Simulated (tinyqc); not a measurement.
Schottky emission and Poole-Frenkel conduction in an insulator, and how to tell them apart: activation energy against field.

Schottky emission (electrode-limited): J = As T^2 exp[-(pb - b sqrt(F))/Vt], b = sqrt(q/(4 pi eps0 ei)). Poole-Frenkel emission (bulk-limited): J = s0 F exp[-(pt - 2 b sqrt(F))/Vt]. F in V/cm.

The activation energy is -d ln J/d(q/kB T) at fixed F.

Parameters, values chosen for the exercise; dielectric values close to those of silicon nitride:

| symbol | value | unit | meaning |
|---|---|---|---|
| T | 300 | K | temperature |
| ei | 4.1 |  | high-frequency relative permittivity |
| pt | 1.03 | eV | trap depth |
| s0 | 0.12 | S/cm | Poole-Frenkel prefactor |
| pb | 1.03 | eV | electrode barrier |
| As | 61 | A/(cm^2 K^2) | Richardson constant |

Constants: q = 1.602176634e-19 C, kB = 1.380649e-23 J/K, Vt = kB T/q, eps0 = 8.8541878128e-14 F/cm where lengths are in cm. Results are converted to the units shown.

Results:

| F (MV/cm) | sqrt(F) ((V/cm)^0.5) | J, Schottky (A/cm^2) | its Ea (eV) | J, Poole-Frenkel (A/cm^2) | its Ea (eV) |
|---|---|---|---|---|---|
| 0.2 | 447.2 | 6.987e-10 | 0.9979 | 7.814e-11 | 0.8624 |
| 0.78 | 883.2 | 1.647e-8 | 0.9162 | 1.694e-7 | 0.6990 |
| 1.36 | 1166 | 1.282e-7 | 0.8632 | 1.788e-5 | 0.5929 |
| 1.93 | 1389 | 6.458e-7 | 0.8214 | 6.441e-4 | 0.5093 |
| 2.51 | 1584 | 2.656e-6 | 0.7848 | 0.01417 | 0.4362 |
| 3.09 | 1758 | 9.344e-6 | 0.7523 | 0.2159 | 0.3711 |
| 4.25 | 2062 | 8.447e-5 | 0.6954 | 24.27 | 0.2573 |

Estimate the missing row, F = 3.67 MV/cm.

Computed row:

| F (MV/cm) | sqrt(F) ((V/cm)^0.5) | J, Schottky (A/cm^2) | its Ea (eV) | J, Poole-Frenkel (A/cm^2) | its Ea (eV) |
|---|---|---|---|---|---|
| 3.67 | 1916 | 2.935e-5 | 0.7227 | 2.530 | 0.3120 |

With this row back in the table: Both activation energies fall linearly in sqrt(F), the Poole-Frenkel one twice as fast (0.862 to 0.257 eV against 0.998 to 0.695 eV). They extrapolate to pt = 1.03 eV and to pb + 2 kB T = 1.08 eV, the 2 kB T coming from the T^2. The smaller current changes from one mechanism to the other between F = 0.2 and 0.78 MV/cm. For F = 1.93, 2.51, 3.09, 3.67, 4.25 a Fowler-Nordheim estimate for tunnelling through pb with a mass of 0.4 m0 exceeds the Schottky current, so tunnelling, left out here, would compete. For F = 1.93, 2.51, 3.09, 3.67, 4.25 a Fowler-Nordheim estimate for tunnelling through pb with a mass of 0.4 m0 exceeds the Poole-Frenkel current, so tunnelling, left out here, would compete.

Numbers from tinyqc (`OMP_NUM_THREADS=1 python tinyqc.py 2370153 2370154 out.jsonl`; about 0.01 s on one thread of a shared Intel Xeon 2.30GHz).
